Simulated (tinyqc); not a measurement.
Electromigration in a confined line: Blech product, Korhonen stress evolution and Black's law: one step, computed by the program tinyqc.

The electron wind pushes atoms from the cathode (x = 0) to the anode (x = L); blocking ends build a back stress (tension positive). The input rho is taken not to change with temperature. d sigma/dt = d/dx [kappa (d sigma/dx + G)], with zero flux at both ends and sigma = sigma_0 at t = 0.

Question. Driving force and diffusivities. G = Z* e rho j/Omega; D = D0 exp(-E/(k_B T)); kappa = D B Omega/(k_B T); drift velocity of an unconfined line v = D Z* e rho j/(k_B T). SI: 1 micro-ohm cm = 1e-8 ohm m, 1 MA/cm^2 = 1e10 A/m^2. Temperatures in kelvin are T(C) + 273.15.

Inputs (values chosen for the exercise, close to those used for cobalt lines):
```
quantity                      value          unit
resistivity rho                10.6  micro-ohm cm
atomic volume Omega            11.1    angstrom^3
effective charge number Z*      2.7             -
prefactor D0                8.7e-07         m^2/s
activation energy E            1.32            eV
effective modulus B              48           GPa
current density j               4.9       MA/cm^2
test temperature T              350             C
```

Start: thermal stress.

Constants: e = 1.602176634e-19 C; k_B = 8.617333262e-05 eV/K; k_B = 1.380649e-23 J/K.

Give: stress gradient G; diffusivity D; kappa; drift velocity.

Answer.

stress gradient G = 202.4 MPa/um

diffusivity D = 1.836e-17 m^2/s

kappa = 1.137e-15 m^2/s

drift velocity = 17.26 nm/h
